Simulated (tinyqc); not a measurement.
Haynes-Shockley experiment: what a collector records, against the distance from injector to collector.

A sheet injected at x = 0, t = 0 gives at x = L the signal n(t) = N0 exp(-t/tau - (L - v t)^2/(4 D t))/sqrt(4 pi D t), D = mu Vt, v = mu F. Its peak lies at tp = [-D + sqrt(D^2 + u^2 L^2)]/u^2, u^2 = v^2 + 4 D/tau; dt is the full width at half height. Simple readings: mobility L/(F tp), diffusion coefficient (L dt/tp)^2/(16 ln 2 tp). Area v times the integral of n over N0: (v/u) exp(L (v - u)/(2 D)).

Values chosen for this exercise: temperature T = 300 K; minority-carrier mobility mu = 8120 cm^2/(V s); sweep field along the drift F = 10 V/cm; lifetime tau = 2.9e-7 s.

Constants: q = 1.602176634e-19 C, kB = 1.380649e-23 J/K, Vt = kB T/q. Results are converted to the units shown.

Haynes-Shockley experiment: what a collector records, against the distance from injector to collector:

| L (um) | L/v (us) | tp (us) | dt (us) | apparent mobility (cm^2/(V s)) | apparent D (cm^2/s) | area | exp(-L/(v tau)) |
|---|---|---|---|---|---|---|---|
| 41 | 0.050493 | 0.025427 | 0.073580 | 16125 | 499.18 | 0.71153 | 0.84020 |
| 68 | 0.083744 | 0.051106 | 0.10727 | 13306 | 359.43 | 0.64109 | 0.74918 |
| 110 | 0.13547 | 0.092948 | 0.14694 | 11835 | 293.35 | 0.54512 | 0.62680 |
| 180 | 0.22167 | 0.16398 | 0.19715 | 10977 | 257.53 | 0.41601 | 0.46562 |
| 300 | 0.36946 | 0.28665 | 0.26240 | 10466 | 237.24 | 0.26174 | 0.27971 |
| 490 | 0.60345 | 0.48139 | 0.34141 | 10179 | 226.22 | 0.12568 | 0.12482 |
| 800 | 0.98522 | 0.79944 | 0.44108 | 10007 | 219.74 | 0.037969 | 0.033463 |
| 1300 | 1.6010 | 1.3126 | 0.56606 | 9903.9 | 215.90 | 0.0055077 | 0.0040033 |

What does the comparison show, and why?

True values: mu = 8120 cm^2/(V s), D = 210 cm^2/s. The apparent mobility is 99 % above the true one in the first row and 22 % above it in the last, and the apparent D 2.38 times and 2.9 % above D. The peak always comes before L/v, since spreading and decay both weigh down the later part of the signal; the shift is 50 % and 18 % in these rows.

tinyqc, about 0.01 s, one thread, Intel Xeon 2.30GHz (shared host): `OMP_NUM_THREADS=1 python tinyqc.py 2310043 2310044 out.jsonl`
